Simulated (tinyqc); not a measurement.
Inside a calculation: pair of shallow donors (hydrogen-like orbitals). Values are carried at full precision from step to step, so a last printed digit may differ when a step is redone from the rounded ones.

Each donor has the orbital exp(-r/a); energy unit Ha* = q/(eps a), q = e^2/(4 pi eps0), so that a lone donor is bound by Ha*/2; x = R/a. One electron: S = (1 + x + x^2/3) exp(-x), j = 1/x - (1 + 1/x) exp(-2x), k = (1 + x) exp(-x); levels E(+/-) = -1/2 - (j +/- k)/(1 +/- S) in Ha*, without the repulsion of the ions, split by D = |E(-) - E(+)|. In six valleys the overlaps S and k are multiplied by v = [cos(K Rx) + cos(K Ry) + cos(K Rz)]/3, K = k0 (2 pi/a_lat), for isotropic envelopes and the symmetric valley state.

Constants: e^2/(4 pi eps0) = 14.39964547 eV angstrom; hbar = 6.58211957e-16 eV s.

Values chosen for the exercise (near those of two donors in Si; the results hold for these values, not for the real material): a = 16.2 angstrom (orbital radius); eps = 11.4 (dielectric constant); n = (18, 0, 0) a_lat (separation vector); a_lat = 5.431 angstrom (lattice constant); k0 = 0.855 2 pi/a_lat (valley position); dV = 1.4 D (detuning between the donors, in units of D).

## Distance and integrals

Give Ha*, R, x, S, j, k and v.

Ha* = 77.971 meV
R = 97.76 angstrom
x = 6.0344

S, j, k: [0.04592, 0.16571, 0.01685]

v = 0.4098

## One electron on two donors

Give both levels, the splitting D = |E(-) - E(+)| and the tunnelling frequency D/(2 pi hbar).

E(+), E(-) (meV): [-52.196, -51.605]

D = 0.5906 meV
frequency = 142.8 GHz

The second ion deepens the mean level by 12.91 meV, against Ha*/x = 12.92 meV for a point charge. Without the valley factor D would be 1.44 meV; v is positive, so the even combination lies lower.

## Detuning by a gate

Two-level picture for one electron: with detuning u = dV D the splitting is sqrt(D^2 + u^2) and the lower state has weight (1 + u/sqrt(D^2 + u^2))/2 on the lower donor; the field needed is u/(e R), 1 meV/angstrom = 100 kV/cm.

splitting = 1.016 meV
weight = 0.907
field = 0.846 kV/cm

## Two electrons and exchange

Two electrons, Heitler-London: with S' = (1 - x + x^2/3) exp(x), C = 1/x - exp(-2x)(1/x + 11/8 + 3x/4 + x^2/6), X = (1/5){exp(-2x)(25/8 - 23x/4 - 3x^2 - x^3/3) + (6/x)[S^2 (0.5772157 + ln x) + S'^2 Ei(-4x) - 2 S S' Ei(-2x)]}, Q = C - 2j + 1/x and A = X - 2 S k + S^2/x, the singlet and triplet lie at (Q +/- w A)/(1 +/- w S^2) from two lone donors, with the valley weight w = v^2; the exchange is J = triplet - singlet.

Give C, X, Q, A and J.

C, X, Q, A (Ha*): [0.1656, 0.0007716, -5.623e-05, -0.0004260]

J = 11.2 micro-eV

A swap of the two spins takes pi hbar/J = 0.185 ns (hbar = 6.58212e-16 eV s). Against the one-electron splitting D = 0.591 meV, J/D = 0.019: exchange needs both electrons to tunnel and falls as exp(-2x), D as exp(-x).

## Checks

- Heitler-London binding at x = 1.6425 against the known 0.1160 hartree: both 0.1160.
- Overlap S by quadrature in spheroidal coordinates against the formula: both 0.04592.

Computed by tinyqc, a small Python program: `OMP_NUM_THREADS=1 python tinyqc.py 1252531 1252532 out.jsonl` (the numbers bound the seed that draws the inputs); one thread of a shared host (Intel(R) Xeon(R) Processor @ 2.30GHz), about 0.01 s for the whole set of steps.
